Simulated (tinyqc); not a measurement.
Inside a calculation: valley splitting in a one-orbital chain of atomic planes (second-neighbour model). Values are carried at full precision from step to step, so a last printed digit may differ when a step is redone from the rounded ones.

Each (001) plane carries one orbital with energy e0, hopping v to the next plane and u to the second: E(phi) = e0 + 2 v cos(phi) + 2 u cos(2 phi), where phi = pi - k a/4 (the sign of every second orbital is chosen so that v > 0, which shifts the phase by pi). The minimum lies at cos(phi0) = -v/(4u), phi0 = pi - (pi/2) k0 for a valley at k0 (2 pi/a), and e0 puts it at zero. A slab of N planes has hard walls: the matrix simply ends.

Constants: hbar^2/2m0 = 3.80998211 eV angstrom^2.

Values chosen for the exercise (near those of the Delta valleys of silicon; abrupt walls in this chain split the valleys several times more than measured wells; shifted at random, so the results belong to these values and not to a real crystal):
- a = 5.44 angstrom (lattice constant; planes lie a/4 apart)
- k0 = 0.84 2 pi/a (position of the valley)
- ml = 0.926 m0 (longitudinal mass)
- N = 9 (planes in the small slab)

## Hoppings from the valley position and mass

The curvature at the minimum is d2E/dphi2 = 8 u sin^2(phi0) = (2c/ml)/(a/4)^2 with c = hbar^2/2m0; v = -4 u cos(phi0); e0 = 2u + v^2/(4u).

phi0 = 1.82212 rad
u = 0.59279 eV
v = 0.58968 eV
e0 = 1.33223 eV

## The bulk band

E at phi = j pi/10.

Band:

| phi/pi | E (eV) |
|---|---|
| 0.0 | 3.6972 |
| 0.1 | 3.4130 |
| 0.2 | 2.6527 |
| 0.3 | 1.6591 |
| 0.4 | 0.7375 |
| 0.5 | 0.1466 |
| 0.6 | 0.0086 |
| 0.7 | 0.2726 |
| 0.8 | 0.7445 |
| 0.9 | 1.1697 |
| 1.0 | 1.3384 |

## Hamiltonian of the slab

e0 on the diagonal, v and u on the first and second off-diagonals.

H (eV), lower triangle:
```
        1       2       3       4       5       6       7       8       9
1  1.3322
2  0.5897  1.3322
3  0.5928  0.5897  1.3322
4       0  0.5928  0.5897  1.3322
5       0       0  0.5928  0.5897  1.3322
6       0       0       0  0.5928  0.5897  1.3322
7       0       0       0       0  0.5928  0.5897  1.3322
8       0       0       0       0       0  0.5928  0.5897  1.3322
9       0       0       0       0       0       0  0.5928  0.5897  1.3322
```

## Levels and the valley doublet

Diagonalise H. The two lowest levels are the doublet made from the valleys at +k0 and -k0; give their splitting, the weights of the lowest state, and its parity under reversal of the planes.

levels (eV): 0.1484  0.2113  0.5402  0.7425  1.0868  1.1936  1.8668  2.7584  3.4420

splitting = 62.88 meV

weights on the planes: 0.071  0.072  0.071  0.286  0.000  0.286  0.071  0.072  0.071

parity of the lowest state: odd

The mean of the doublet lies 0.1799 eV above the bulk minimum, and level 3 lies 0.3603 eV above that mean; the weights oscillate from plane to plane because the two valleys interfere.

## Checks

- Mean of the doublet for 400 planes against the effective-mass level with W = 402 a/4 (meV): both 0.1359.

(tinyqc, `OMP_NUM_THREADS=1 python tinyqc.py 1451074 1451075 out.jsonl`, Intel(R) Xeon(R) Processor @ 2.30GHz, 1 thread, shared host, about 0.02 s.)
